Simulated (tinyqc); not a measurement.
Scattering of inversion-layer electrons by surface optical phonons of the gate insulator (remote phonon scattering). Changing the mean distance of the electrons z0 = 3/b. Computed by tinyqc, a small Python program. Command: `OMP_NUM_THREADS=1 python tinyqc.py 3110004 3110005 out.jsonl sophonon sweep`. One thread of a shared host (Intel(R) Xeon(R) Processor @ 2.30GHz), about 0.02 s of CPU time with the checks.

One subband with the Fang-Howard envelope; insulator and channel are half-spaces, the gate is far away, and an interlayer only moves the polar surface away by t (its own modes and its permittivity contrast are left out).

Inputs (values chosen for the exercise, modelled on SiO2 on silicon):
```
quantity                                   value        unit
static constant of the insulator eps_0s        4           -
intermediate constant eps_i                 3.08           -
optical constant eps_inf                     2.5           -
hbar omega_TO1                              57.2         meV
hbar omega_TO2                               137         meV
constant of the channel eps_s               11.7           -
in-plane mass m                            0.188         m_0
valleys g_v                                    2           -
sheet density n                          6.5e+12      1/cm^2
interlayer thickness t                      0.74          nm
temperature T                                200           K
electron energy E                             57         meV
mobility from other processes                760  cm^2/(V s)
```

Screening by the channel electrons: none.

Constants: k_B = 8.617333262e-05 eV/K; hbar^2/(2 m_0) = 3.80998212 eV angstrom^2; e^2/(4 pi eps_0) = 14.39964548 eV angstrom; hbar = 6.582119569e-16 eV s; e = 1.602176634e-19 C; m_0 = 9.1093837015e-31 kg.

Method:
- eps(w) = eps_inf + (eps_0s - eps_i) w1^2/(w1^2 - w^2) + (eps_i - eps_inf) w2^2/(w2^2 - w^2). Surface modes solve eps(w) + eps_s = 0, a quadratic in w^2; the strength of a mode is g = 2/(w d eps/dw).
- Occupation N = 1/(exp(hbar w/(k_B T)) - 1).
- Density of states D = g_v m/(pi hbar^2); eta = E_F/(k_B T) = ln(exp(n/(D k_B T)) - 1); screening wave number q_s = e^2 D/(2 eps_0 eps_avg) x 1/(1 + exp(-eta)), eps_avg = (eps_s + eps_inf)/2; b = 3/z0.
- For a mode of strength g, without the occupation factor, Area x |M(q)|^2 = e^2 hbar w g/(2 eps_0 q) x (b/(b + q))^6 exp(-2 q t).
- Approximate momentum relaxation rate, taking tau v alike in the initial and final states: 1/tau = (m/(2 pi hbar^3)) sum over modes and over absorption (N, E' = E + hbar w) and emission (N + 1, E' = E - hbar w > 0) of [(1 - f(E'))/(1 - f(E))] int_0^(2 pi) Area |M(q)|^2 (1 - cos theta) d theta, q^2 = k^2 + k'^2 - 2 k k' cos theta, f the Fermi function; 48 midpoints in theta from 0 to pi.
- mu = (e/m) int tau E f (1 - f) dE/(k_B T int f dE), by 300 midpoints from 0 to (max(eta, 0) + 14) k_B T; Matthiessen sum with the other processes.

One run for each value; columns: (1) mean distance of the electrons z0 = 3/b (nm); (2) remote-phonon mobility (cm^2/(V s)); (3) loss of mobility (%); (4) tau at E (fs):
```
(1)         (2)      (3)         (4)
0.8  1.3331e+05  0.56686  4.2203e+04
1.5  2.9205e+05  0.25956  9.3545e+04
2.1  5.1163e+05  0.14832  1.6370e+05
3.0  1.0430e+06  0.07282  3.3047e+05
4.1  2.1620e+06  0.03514  6.7357e+05
5.8  5.4852e+06  0.01385  1.6624e+06
8.0  1.4671e+07  0.00518  4.3024e+06
```

Give the missing row, mean distance of the electrons z0 = 3/b (nm) = 1.1.

Computed row; columns: (1) mean distance of the electrons z0 = 3/b (nm); (2) remote-phonon mobility (cm^2/(V s)); (3) loss of mobility (%); (4) tau at E (fs):
```
(1)         (2)      (3)         (4)
1.1  1.9050e+05  0.39736  6.0761e+04
```

Interpolating between the two neighbouring rows (the first column on a logarithmic scale, the others too where they are positive) misses by up to 4.1 %. Over the rows, remote-phonon mobility (cm^2/(V s)) rises from 133000 to 1.47e7 (exponent d ln y / d ln x 1.1 between the first rows and 3.1 between the last); loss of mobility (%) falls from 0.567 to 0.00518 (exponent d ln y / d ln x -1.1 between the first rows and -3.1 between the last); tau at E (fs) rises from 42200 to 4.30e6 (exponent d ln y / d ln x 1.1 between the first rows and 3.0 between the last).

Caution (all rows): a relaxation time is only an approximation for inelastic scattering, and static or no screening brackets the true dynamic screening only roughly.
